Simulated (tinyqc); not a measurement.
# Short-channel transistor, virtual-source model with series resistance: transfer curves at low and high drain voltage

The current per gate width is the charge at the top of the source barrier (the virtual source) times its velocity times a saturation function; al and be are fitting constants of the model. Units: I in uA/um, Rs in ohm um, so I Rs = 1e-6 I Rs in volts; Q in uC/cm^2, so I = 1e-4 Q vx0 Fsat with vx0 in cm/s.

Intrinsic voltages Vg' = Vgs - I Rs, Vd' = Vds - 2 I Rs. n = n0 + nd Vd', VT = VT0 - dl Vd', Ff = 1/(1 + exp((Vg' - VT + al Vt/2)/(al Vt))), Q = Cinv n Vt ln(1 + exp((Vg' - VT + al Vt Ff)/(n Vt))), Vdsat = (vx0 L/mu)(1 - Ff) + Vt Ff, Fsat = u/(1 + u^be)^(1/be) with u = Vd'/Vdsat, and I = Q vx0 Fsat per width. I is solved self-consistently. Columns for Vds = 0.05 V and 0.5 V; gm = dI/dVgs at 0.5 V.

Parameters, values chosen for the exercise: temperature T = 325 K; inversion capacitance Cinv = 3.36 uF/cm^2; velocity at the virtual source vx0 = 8.32e6 cm/s; apparent mobility mu = 600 cm^2/(V s); channel length L = 25 nm; threshold at zero drain voltage VT0 = 0.273 V; drain-induced barrier lowering dl = 0.026 V/V; subthreshold factor n0 = 1.23; growth of n with drain voltage nd = 0.1 1/V; threshold shift (in units of Vt) from weak to strong inversion al = 3.5; sharpness of saturation be = 1.8; series resistance of each contact Rs = 120 ohm um.

Constants: q = 1.602176634e-19 C, kB = 1.380649e-23 J/K, Vt = kB T/q. Results are converted to the units shown.

Transfer curves at low and high drain voltage:

| Vgs (V) | I, low Vds (uA/um) | I, high Vds (uA/um) | gm (uS/um) |
|---|---|---|---|
| 0 | 0.40954 | 0.81400 | 20.452 |
| 0.06 | 1.8852 | 3.4848 | 80.830 |
| 0.12 | 7.5297 | 12.885 | 260.23 |
| 0.19 | 28.428 | 45.077 | 695.82 |
| 0.25 | 63.525 | 100.36 | 1139.4 |
| 0.31 | 103.36 | 179.63 | 1480.3 |
| 0.38 | 137.37 | 292.49 | 1720.6 |
| 0.44 | 155.04 | 399.56 | 1838.5 |
| 0.5 | 166.33 | 512.20 | 1910.2 |

At Vds = 0.5 V the current spans 2.8 decades, from 0.814 to 512 uA/um. Between the first two rows the swing is 95.0 mV a decade, against n Vt ln 10 = 82.5. At Vgs = 0 the higher drain voltage raises the current by a factor of 1.99, at Vgs = 0.5 V by 3.08. The transconductance rises from 20.5 to 1910 uS/um; Cinv vx0, its value in strong inversion and saturation without series resistance, is 2800 uS/um.

tinyqc, about 0.01 s, one thread, Intel Xeon 2.30GHz (shared host): `OMP_NUM_THREADS=1 python tinyqc.py 2380098 2380099 out.jsonl`
